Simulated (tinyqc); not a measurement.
## Free and trapped electrons in a MOS channel with a dense trap tail: effect of the temperature

p-type body, charge-sheet picture, full ionisation (an idealisation for deep acceptors), Boltzmann statistics for free electrons. e = Ec - EF at the surface. Acceptor-like traps of density D(E) = D0 + De exp(-E/Ew) at depth E below Ec, from 0 to Eu, hold n_t = integral of D(E)/(1 + exp((e - E)/Vt)). psi = Eg - Vt ln(Nv/Na) - e; N_dep = sqrt(2 eps0 eps_r Na (psi - Vt)/q); n_f = sqrt(N_dep^2 + 2 eps0 eps_r Vt Nc exp(-e/Vt)/q) - N_dep; Vg = Vfb + psi + q (N_dep + n_t + n_f)/Cox, Cox = eps0 eox/tox.

Nc and Nv are given at 300 K and scale as (T/300 K)^1.5; Eg, Vfb and mf are held fixed. VT is the Vg for n_f = 1e11 cm^-2; swing ln 10 n_f/(dn_f/dVg) at n_f = 1e8 cm^-2; the last three columns are for Vg = VT + 2.9 V, with free share n_f/(n_f + n_t) and field-effect mobility mf q (dn_f/dVg)/Cox; there EF is near the band edge, where Boltzmann statistics are rough.

Values chosen for this exercise; band and dielectric values close to those of 4H silicon carbide:
- Eg = 3.28 eV (band gap)
- eps_r = 9.84 (relative permittivity)
- Nc = 1.68e19 cm^-3 (conduction-band density of states at the reference temperature)
- Nv = 2.52e19 cm^-3 (valence-band density of states at the reference temperature)
- eox = 3.9 (relative permittivity of the insulator)
- tox = 36 nm (insulator thickness)
- Na = 4.9e16 cm^-3 (acceptor density)
- Vfb = -2.49 V (flat-band voltage without trapped charge)
- D0 = 2.9e11 cm^-2 eV^-1 (constant background density of acceptor-like traps)
- De = 5e12 cm^-2 eV^-1 (density of the tail at the conduction edge)
- Ew = 0.08 eV (decay energy of the tail)
- Eu = 0.94 eV (depth below Ec down to which the traps reach)
- mf = 80 cm^2/(V s) (mobility of free electrons)

Constants: q = 1.602176634e-19 C, kB = 1.380649e-23 J/K, Vt = kB T/q, eps0 = 8.8541878128e-14 F/cm where lengths are in cm. Results are converted to the units shown.

Effect of the temperature:
columns A: T (K); B: e at VT (eV); C: VT (V); D: q n_t/Cox at VT (V); E: swing (mV/decade); F: n_f (cm^-2); G: free share (%); H: field-effect mobility (cm^2/(V s))
```
A          B      C       D      E         F      G      H
200  0.03195  3.882  0.8960  127.1  1.671e12  71.79  78.16
250  0.05215  3.717  0.8015  129.5  1.620e12  71.67  77.10
300  0.07460  3.555  0.7153  135.4  1.580e12  71.89  75.90
350  0.09896  3.399  0.6398  145.3  1.551e12  72.44  74.74
400   0.1250  3.250  0.5752  158.4  1.532e12  73.23  73.72
450   0.1525  3.108  0.5204  174.0  1.519e12  74.21  72.89
500   0.1813  2.971  0.4738  191.3  1.512e12  75.29  72.25
550   0.2113  2.838  0.4340  209.8  1.508e12  76.42  71.78
```

What does the table show?

As T goes from 200 to 550, VT falls from 3.88 to 2.84 V, its part due to traps falls from 0.896 to 0.434 V, the swing rises from 127 to 210 mV/decade and the field-effect mobility falls from 78.2 to 71.8 cm^2/(V s). On heating the same n_f is reached with EF deeper in the gap, where fewer tail states are filled. For T = 200 e is under 2 Vt already at VT, so VT too is rough.

Computed by the program tinyqc: `OMP_NUM_THREADS=1 python tinyqc.py 2222040 2222041 out.jsonl`, one thread of a shared Intel Xeon 2.30GHz, about 0.02 s for the whole run.
